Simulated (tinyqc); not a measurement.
## Gain factor and gap resistance from two string resistances

Problem. At small bit-line voltage each of the 64 cells has the resistance 1/(K x) at overdrive x (no mobility reduction) in series with a gap resistance Rg. Find K, Rg and the share of the gaps at the higher overdrive.

resistance of a string of 64 equal cells at overdrives of 3.1 and 7.9 V (kohm): [1291.3874, 631.18241]

Answer. The resistance per cell is a straight line in 1/x with slope 1/K and intercept Rg.

K = 19.0 uA/V^2
Rg = 3.20 kohm
share of the gaps = 32.4 %

Computed by the program tinyqc: `OMP_NUM_THREADS=1 python tinyqc.py 2142117 2142118 out.jsonl`, one thread of a shared Intel Xeon 2.30GHz, about 0.7 s for the whole run.
